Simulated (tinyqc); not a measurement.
Where a trap does most harm: tunnelling through a thin dielectric with one trap, as a tight-binding chain.

Hopping -t everywhere, t = c/(m a^2), c = hbar^2/2m0; lead sites at 2t (band bottom 0), barrier sites 1 to N at 2t + phi, and site j has U besides. No voltage. Leads give S = -t exp(ika) on sites 1 and N, cos(ka) = 1 - E/(2t). T = (2 t sin(ka))^2 |G_1N|^2, G = (E - H - S)^-1. In the barrier cosh(q a) = 1 + (phi - E)/(2t).

Resonance: the lowest eigenvalue of H + S(E), iterated until its real part equals E (40 rounds from Eb = phi + 2t - sqrt(4t^2 + U^2), the level in an endless barrier). With v the normalised squared amplitudes of that state, Gamma_L = 2 t sin(ka) v_1, Gamma_R = 2 t sin(ka) v_N; Breit-Wigner T = Gamma_L Gamma_R/((E - Er)^2 + (Gamma_L + Gamma_R)^2/4).

Constants: hbar^2/2m0 = 3.80998211 eV angstrom^2.

Parameters, chosen for this exercise (barrier and mass of the size used for Al2O3 on silicon; the results hold for these values, not for the real material):

| symbol | value | unit | meaning |
|---|---|---|---|
| a | 2 | angstrom | site spacing |
| m | 0.32 | m0 | mass, the same in leads and barrier |
| phi | 2.02 | eV | conduction edge of the barrier above that of the leads |
| N | 9 |  | barrier sites |
| U | -4.1 | eV | extra energy on the trap site |

The trap is moved through the barrier. The area under the resonance, 2 pi Gamma_L Gamma_R/(Gamma_L + Gamma_R), sets the current through it.

Against position:

| j | Er (eV) | Gamma_L (meV) | Gamma_R (meV) | peak | area (meV) |
|---|---|---|---|---|---|
| 3 | 0.7161 | 177 | 0.997 | 0.0223 | 6.23 |
| 4 | 0.7383 | 50.0 | 3.81 | 0.263 | 22.2 |
| 5 | 0.7417 | 13.9 | 13.9 | 1.00 | 43.6 |
| 7 | 0.7161 | 0.997 | 177 | 0.0223 | 6.23 |

Give the missing row, j = 6.

Computed row:
```
j  Er (eV)  Gamma_L (meV)  Gamma_R (meV)   peak  area (meV)
6   0.7383           3.81           50.0  0.263        22.2
```

The area is largest at j = 5 (43.6 meV) and 7 times smaller at j = 3: the slower of the two steps limits the current, so traps in the middle carry most. Each site towards a lead multiplies its width by about 3.60, close to exp(2 q a) = 3.62 at Eb.

(tinyqc, `OMP_NUM_THREADS=1 python tinyqc.py 1451522 1451523 out.jsonl`, Intel(R) Xeon(R) Processor @ 2.30GHz, 1 thread, shared host, about 0.07 s.)
